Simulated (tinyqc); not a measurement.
Gas flow in a process chamber: flow regimes, conductance, effective pumping speed, pump-down, outgassing and purge. Inputs raised by 10 %, one at a time. Computed by tinyqc, a small Python program. Command: `OMP_NUM_THREADS=1 python tinyqc.py 3120037 3120038 out.jsonl pump sens`. One thread of a shared host (Intel(R) Xeon(R) Processor @ 2.30GHz), about 0.01 s of CPU time with the checks.

Ideal gas, isothermal flow, a pump of constant speed at the end of a round pipe; process gas, volume gas and outgassing are given the same properties. 1 sccm = 101325 Pa x 1e-6 m^3/60 s x T/273.15 K.

Inputs (values chosen for the exercise, modelled on nitrogen near room temperature):
```
quantity                   value            unit
molar mass M               28.01           g/mol
molecular diameter          0.37              nm
viscosity eta               17.8   micropascal s
temperature T                293               K
chamber volume V              60               L
wall area                   0.54             m^2
pipe diameter d                4              cm
pipe length l                 29              cm
pump speed S                  16             L/s
process gas flow             260            sccm
outgassing rate after 1 h  9e-07  Pa m^3/(s m^2)
outgassing exponent n          1               -
target base pressure       9e-06              Pa
```

Constants: k_B = 1.380649e-23 J/K; u = 1.6605390666e-27 kg.

Method:
- Mean speed c = sqrt(8 k_B T/(pi m)); aperture conductance C_a = c pi d^2/16; molecular pipe C_m = C_a/(1 + 3 l/(4 d)) (Dushman form); viscous pipe C_v = pi d^4 p_mean/(128 eta l); Knudsen interpolation C = C_v + C_m (1 + x)/(1 + 1.24 x), x = d p_mean sqrt(m/(k_B T))/eta.
- Effective speed 1/S_eff = 1/S + 1/C_m; time constant V/S_eff; pressure at which the free path k_B T/(sqrt2 pi d_m^2 p) equals d.
- Steady flow: the pump inlet is at p_2 = Q/S, and the chamber pressure p_1 solves Q = C((p_1 + p_2)/2) (p_1 - p_2). Residence time = p_1 V/Q.
- Knudsen number = free path at the mean pressure over d.
- From the outgassing limit: t = 1 h x (q_1 A/(S_eff p_target))^(1/n) - 10 s; monolayer time at the target = 1e19 m^-2 x 4 k_B T/(p c) for unit sticking.

Runs; columns: (1) input moved; (2) from; (3) to; (4) chamber pressure p_1 (Pa); (5) S_eff in molecular flow (L/s); (6) time to the target (h); (7) conductance C (L/s):
```
(1)                                           (2)      (3)     (4)     (5)     (6)     (7)
base run                                        -        -  30.662  9.4303  5.7235  384.30
molar mass M (g/mol)                        28.01   30.811  30.665  9.2450  5.8382  383.45
wall area (m^2)                              0.54    0.594  30.662  9.4303  6.2961  384.30
pipe length l (cm)                             29     31.9  30.781  9.1142  5.9221  350.26
pump speed S (L/s)                             16     17.6  28.097  9.9642  5.4166  352.40
process gas flow (sccm)                       260      286  33.613  9.4303  5.7235  420.17
outgassing rate after 1 h (Pa m^3/(s m^2))  9e-07  9.9e-07  30.662  9.4303  6.2961  384.30
outgassing exponent n                           1      1.1  30.662  9.4303  4.8834  384.30
```

Exponents ln(y'/y) / ln(x'/x):
```
input                      chamber pressure p_1  S_eff in molecular flow  time to the target  conductance C
molar mass M                              0.001                   -0.208               0.208         -0.023
wall area                                 0.000                    0.000               1.000          0.000
pipe length l                             0.041                   -0.358               0.358         -0.973
pump speed S                             -0.917                    0.578              -0.578         -0.909
process gas flow                          0.964                    0.000               0.000          0.936
outgassing rate after 1 h                 0.000                    0.000               1.000          0.000
outgassing exponent n                     0.000                    0.000              -1.665          0.000
```

To which inputs is each result most sensitive?

Among the inputs moved here: chamber pressure p_1 answers most in size to process gas flow (exponent +0.964), next to pump speed S (-0.917); its exponent is below 0.0005 for wall area, outgassing rate after 1 h, outgassing exponent n. Its exponent +0.964 in process gas flow: constant speed and conductance. S_eff in molecular flow answers most in size to pump speed S (exponent +0.578), next to pipe length l (-0.358); its exponent is below 0.0005 for wall area, process gas flow, outgassing rate after 1 h, outgassing exponent n. Time to the target answers most in size to outgassing exponent n (exponent -1.665), next to wall area (+1.000); its exponent is below 0.0005 for process gas flow. Conductance C answers most in size to pipe length l (exponent -0.973), next to process gas flow (+0.936); its exponent is below 0.0005 for wall area, outgassing rate after 1 h, outgassing exponent n.
